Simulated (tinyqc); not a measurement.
Collinear exchange A + BC -> AB + C on a London-Eyring-Polanyi-Sato surface: saddle, string of images and rate: one step, computed by the program tinyqc.

x = r(AB), y = r(BC), r(AC) = x + y. V is counted from separated atoms, the barrier from A + BC, that is V + D(BC).

Question. One point of the surface. For each pair, with u = exp(-beta (r - r0)): Q = D [(3 + S) u^2 - (2 + 6 S) u]/(4 (1 + S)), J = D [(1 + 3 S) u^2 - (6 + 2 S) u]/(4 (1 + S)); V = Q1 + Q2 + Q3 - sqrt(((J1 - J2)^2 + (J2 - J3)^2 + (J3 - J1)^2)/2). Take x = r0(AB) + 0.3 and y = r0(BC) + 0.1 angstrom.

Inputs (values chosen for the exercise, bond data loosely for abstraction of hydrogen from a Ge-H bond by a hydrogen atom; the barrier is not fitted):
```
quantity,value,unit
D(AB),4.71,eV
r0(AB),0.742,angstrom
beta(AB),1.94,1/angstrom
D(BC),3.72,eV
r0(BC),1.53,angstrom
beta(BC),1.45,1/angstrom
D(AC),3.74,eV
r0(AC),1.53,angstrom
beta(AC),1.45,1/angstrom
Sato parameter S,0.071,-
```

Give: the table «Pair terms» with the columns u, Q (eV), J (eV), for pair = AB, BC, AC; V.

Answer.

Pair terms:
```
pair,u,Q (eV),J (eV)
AB,0.5588,-0.4362,-3.357
BC,0.8650,0.1731,-3.825
AC,0.1909,-0.3066,-0.985
```

V = -3.207 eV
